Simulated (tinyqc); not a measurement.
Grain growth, pinning, strength and diffusional creep of a polycrystal or thin film: one step, computed by the program tinyqc. Command: `OMP_NUM_THREADS=1 python tinyqc.py 3022571 3022572 out.jsonl grain walk`. One thread of a shared host (Intel(R) Xeon(R) Processor @ 2.30GHz), about 0.01 s of CPU time with the checks.

One mean grain size d describes the structure.

Question. Mobility and the sizes at which growth stops. M = M0 exp(-Q_m/(k_B T)). The driving pressure is 2 gamma/d. Zener pinning pressure 3 f gamma/(2 r) stops growth at d_Z = 4 r/(3 f). Grooves where boundaries meet the surface have the angle theta = arcsin(gamma/(2 gamma_s)) and are taken to stop growth at d_h = h/(2 theta), a few film thicknesses; the limit is 1/d_lim = 1/d_Z + 1/d_h.

Inputs (values chosen for the exercise, for a model solid):
```
quantity,value,unit
boundary energy gamma,0.28,J/m^2
mobility prefactor M0,1.9e-06,m^4/(J s)
activation energy of boundary motion Q_m,1.09,eV
anneal temperature T,685,K
particle volume fraction f,0.00021,-
particle radius r,5.6,nm
film thickness h,150,nm
surface energy gamma_s,0.88,J/m^2
```

Sample: thin film on a substrate.

Constants: k_B = 8.617333262e-05 eV/K.

Give: mobility M; Zener size d_Z; groove angle theta; groove limit d_h; limit d_lim.

Answer.

mobility M = 1.8166e-14 m^4/(J s)

Zener size d_Z = 35556 nm

groove angle theta = 0.15977 rad

groove limit d_h = 469.43 nm

limit d_lim = 463.31 nm

The grooves set the tighter limit.
